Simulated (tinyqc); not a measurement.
Random telegraph noise from one oxide trap in a small MOSFET: one step of the calculation.

An acceptor-like trap exchanges electrons with the channel. Inversion charge Q = Cox u, u = n Vt W0(exp((Vg - VT)/(n Vt))), W0 the Lambert function, n = nf, Cox = eps0 eox/tox; linear regime Id = (W/L) mu Q Vd. Relative to threshold the surface potential rises by Vt ln(u/u0) and the oxide voltage by the rest of Vg - VT, with u0 = n Vt W0(1).

Task. Trap level, time constants and occupancy. N = Cox u/q; dpsi = Vt ln(u/u0); E = E0 - dpsi - (xt/tox)(Vg - VT - dpsi); capture time tc = 1/[(N/zi) vth s0 exp(-xt/lt - EB/Vt)]; emission time te = tc exp(-E/Vt); occupancy te/(tc + te).

Parameters, values chosen for the exercise; values of the order met in silicon transistors: temperature T = 350 K; relative permittivity of the gate insulator (close to silicon dioxide) eox = 3.9; insulator thickness tox = 1.2 nm; depth of the trap from the channel interface xt = 0.098 nm; trap level above the channel Fermi level at threshold E0 = 0.1 eV; capture prefactor s0 = 1e-15 cm^2; capture barrier (lattice relaxation) EB = 0.22 eV; tunnelling decay length lt = 0.18 nm; thermal velocity vth = 1.7e7 cm/s; thickness of the inversion layer zi = 2.4 nm; threshold voltage VT = 0.4 V; body factor nf = 1.29; gate voltage Vg = 0.82 V.

Constants: q = 1.602176634e-19 C, kB = 1.380649e-23 J/K, Vt = kB T/q, eps0 = 8.8541878128e-14 F/cm where lengths are in cm. Results are converted to the units shown.

Give: u; N; dpsi; E; tc; te; occupancy.

Result.

u = 0.3361 V
N = 6.037e12 cm^-2
dpsi = 0.08214 V
E = -0.009731 eV
tc = 5.933e-9 s
te = 8.192e-9 s
occupancy = 0.5800

The trap lies 0.32 Vt below the Fermi level, so it is filled 58.0 % of the time.

Range of the model: VT is taken as given; short-channel effects and the uneven flow of current among few electrons are left out.

Computed by the program tinyqc: `OMP_NUM_THREADS=1 python tinyqc.py 2710170 2710171 out.jsonl`, one thread of a shared Intel Xeon 2.30GHz, about 0.01 s for the whole run.
